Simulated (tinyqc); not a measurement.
Inside a calculation: free-carrier optics of a doped semiconductor (Drude model with one polar phonon). Values are carried at full precision from step to step, so a last printed digit may differ when a step is redone from the rounded ones.

eps(E) = ei [1 - Ep^2/(E^2 + i E Gam)] + (es - ei) wT^2/(wT^2 - E^2 - i E gT), with Ep^2 = 8 pi c (e^2/(4 pi eps0)) N/(m ei), c = hbar^2/2m0, N in 1/angstrom^3 (1e-24 per 1/cm^3); Gam = hbar/tau, tau = mu m m0/e with m0/e = 5.685630e-12 kg/C and mu in m^2/(V s). Energies in meV.

Constants: hbar^2/2m0 = 3.80998211 eV angstrom^2; e^2/(4 pi eps0) = 14.39964547 eV angstrom; hbar = 6.58211957e-16 eV s; hbar c = 1973.269805 eV angstrom.

Values chosen for the exercise (mass and dielectric values near those of GaN; N and mu are free inputs; interband absorption and the rise of the mass with filling are left out; shifted at random, so the results belong to these values and not to a real crystal):
- N = 2.9e+18 1/cm^3 (carrier density)
- m = 0.203 m0 (conductivity mass)
- mu = 240 cm^2/(V s) (mobility)
- ei = 5.28 (high-frequency dielectric constant)
- wT = 68.9 meV (TO phonon)
- es = 9.49 (static dielectric constant)
- gT = 0.4 meV (phonon damping)
- E = 126.4 meV (photon energy)

## Plasma energy and damping

Evaluate Ep, tau, Gam, the plasma wavelength hc/Ep (hc = 1239.841984 eV nm) and the dc resistivity 1/(e N mu), e = 1.602176634e-19 C.

Ep = 61.08 meV
tau = 27.70 fs
Gam = 23.76 meV
plasma wavelength = 20.30 micrometre
rho = 0.00897 ohm cm

Ep/Gam = 2.57: the edge is smeared by scattering.

## Dielectric function at one energy

Insert the numbers.

free-carrier term = -1.1908+0.2239i
eps = 2.3095+0.2319i

## Optical constants

n + i k = sqrt(eps1 + i eps2) with k >= 0; R = ((n - 1)^2 + k^2)/((n + 1)^2 + k^2) at normal incidence from vacuum; alpha = 2 E k/(hbar c), times 1e8 for 1/cm; loss function Im(-1/eps) = eps2/(eps1^2 + eps2^2).

Convert eps at the photon energy E (in meV) into the optical constants.

n = 1.5216
k = 0.0762
R = 0.0437
alpha = 976 1/cm

Light of this energy penetrates 1/alpha = 10.2 micrometre.

## Coupled plasmon-phonon modes

Without damping eps = 0 gives E^4 - (wL^2 + Ep^2) E^2 + Ep^2 wT^2 = 0 with wL = wT sqrt(es/ei) (Lyddane-Sachs-Teller).

wL = 92.37 meV

L-, L+ (meV): 40.89  102.91

L+ lies 10.54 meV above the larger of wL and Ep; L- lies below wT by 28.01 meV.

## Checks

- Integral of E eps2 of the free-carrier term against (pi/2) ei Ep^2 (meV^2): both 30941.

tinyqc: `OMP_NUM_THREADS=1 python tinyqc.py 1651616 1651617 out.jsonl`; about 0.01 s, one thread, shared Intel(R) Xeon(R) Processor @ 2.30GHz.
